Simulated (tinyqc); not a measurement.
## Channels and transmission from two resistances

Question. In a quantum Hall bar with M edge channels and a constriction of summed transmission Tc, the Hall resistance is R(2,6) = (h/q^2)/M and the longitudinal one across the constriction R(2,3) = (h/q^2)(1/Tc - 1/M). Find M and Tc.

Constants: q = 1.602176634e-19 C, h = 6.62607015e-34 J s. Results are converted to the units shown.

R(2,3) = 1.9315706 kohm
R(2,6) = 8.6042692 kohm

Solution. M = (h/q^2)/R(2,6), and the sum of the two resistances is (h/q^2)/Tc.

M = 3
Tc = 2.45

Program tinyqc, `OMP_NUM_THREADS=1 python tinyqc.py 2700107 2700108 out.jsonl`; Intel Xeon 2.30GHz, shared host, one thread, about 0.01 s.
